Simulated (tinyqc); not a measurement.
Inside a calculation. Model: undoped gate-all-around wire MOSFET, analytic charge model.

Computed by the program tinyqc: `OMP_NUM_THREADS=1 python tinyqc.py 2460057 2460058 out.jsonl`, one thread of a shared Intel Xeon 2.30GHz, about 0.02 s for the whole run. Printed values are rounded.

An undoped round wire of radius R under an insulator shell and a surrounding gate; long channel, electrons only, n = ni exp((psi - V)/Vt) with V the quasi-Fermi potential (0 at the source, Vd at the drain), constant mobility, no quantisation. The radial Poisson equation gives n(r) = n(0)/(1 - (1 - b) r^2/R^2)^2 with b = Q0/(Q + Q0). Q is the electron charge per area of the wire surface.

Inputs (values chosen for the exercise); material values close to those of silicon:
- T = 325 K (temperature)
- Eg = 1.11 eV (band gap)
- eps_r = 11.7 (relative permittivity of the semiconductor)
- Nc = 3.11e19 cm^-3 (conduction-band density of states at T)
- Nv = 3.02e19 cm^-3 (valence-band density of states at T)
- eox = 24 (relative permittivity of the gate insulator)
- tox = 10 nm (insulator thickness)
- R = 4 nm (wire radius)
- dphi = -0.1 V (gate work function less that of the intrinsic body)
- mu = 650 cm^2/(V s) (channel mobility)
- L = 0.1 um (gate length)
- Vg = 0.89 V (gate voltage)
- Vd = 0.1 V (drain voltage)

Constants: q = 1.602176634e-19 C, kB = 1.380649e-23 J/K, Vt = kB T/q, eps0 = 8.8541878128e-14 F/cm where lengths are in cm. Results are converted to the units shown.

Range of the model: In a wire this thin, quantum confinement raises the threshold; it is left out. The surface density at the source passes 0.3 Nc, where Boltzmann statistics fail. mu V/L, with V the smaller of Vd and Vg - V0, passes 3e6 cm/s, so velocity saturation, left out here, would lower the current.

## Constants of the wire

ni = sqrt(Nc Nv) exp(-Eg/(2 Vt)), Eg in volts; Cox = eps0 eox/(R ln(1 + tox/R)); Q0 = 4 eps0 eps_r Vt/R; V0 = dphi + Vt ln[8 eps0 eps_r Vt/(q ni R^2)].

ni = 7.58566e10 cm^-3
Cox = 4.24064 uF/cm^2
Q0 = 290.129 nC/cm^2
V0 = 0.420852 V

## Iteration 1: charge at the source by Newton steps in y = ln(Q/Q0)

y at the start = 1

With V = 0 and Q = Q0 exp(y): f = Q/Cox + Vt y + Vt ln(1 + Q/Q0) - (Vg - V0); df/dy = Q/Cox + Vt (1 + Q/(Q + Q0)); y(new) = y - f/(df/dy).

Q = 788.652 nC/cm^2
f = -0.218387 V
df/dy = 0.234455 V
y after iteration 1 = 1.93147

## Iteration 2: charge at the source by Newton steps in y = ln(Q/Q0)

As before.

Q = 2001.78 nC/cm^2
f = 0.114875 V
df/dy = 0.524514 V
y after iteration 2 = 1.71245

## Course of the iteration: charge at the source by Newton steps in y = ln(Q/Q0)

Stop when y changes by less than 1e-11, or after 60 iterations.

Course of the iteration:
```
iteration        y  |change|
1          1.93147     0.931
2          1.71245     0.219
3          1.68782    0.0246
4          1.68754   2.73e-4
5          1.68754   3.31e-8
6          1.68754   < 1e-13
```

Converged in 6 iterations. At the end the number of correct digits about doubles with each step.

## Drain current and line charge

Qs = 1568.49 nC/cm^2
Qd = 1202.10 nC/cm^2

Q solves Vg - V0 - V = Q/Cox + Vt ln(Q/Q0) + Vt ln(1 + Q/Q0). I = mu (2 pi R/L)[2 Vt (Qs - Qd) + (Qs^2 - Qd^2)/(2 Cox) + Vt Q0 ln((Qd + Q0)/(Qs + Q0))], with Qs at V = 0 and Qd at V = Vd. Electrons per length at the source: 2 pi R Qs/q; surface over centre density: (1 + Qs/Q0)^2.

first term = 3.35262 uA
second term = 19.5528 uA
third term = -0.291447 uA
I = 22.6139 uA
electrons per length = 2.46043 1/nm
surface over centre density = 41.0391

The square-law term makes up 86.5 % of the current.
